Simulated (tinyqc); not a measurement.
Worked calculation: plane-wave Kohn-Sham cycle with exchange-only LDA in a layered model solid. One step of it, computed by the program tinyqc.

Problem. Iteration 1: levels at that k. Diagonalise the Hermitian matrix.

H (hartree), lower triangle:
```
           -2         -1         +0         +1        +2
-2   0.055260
-1  -0.165000  -0.164963
+0   0.000000  -0.165000  -0.225024
+1   0.000000   0.000000  -0.165000  -0.124923
+2   0.000000   0.000000   0.000000  -0.165000  0.135341
```

Give: eigenvalues.

Solution.

eigenvalues (hartree): -0.445  -0.230  -0.042  0.160  0.233
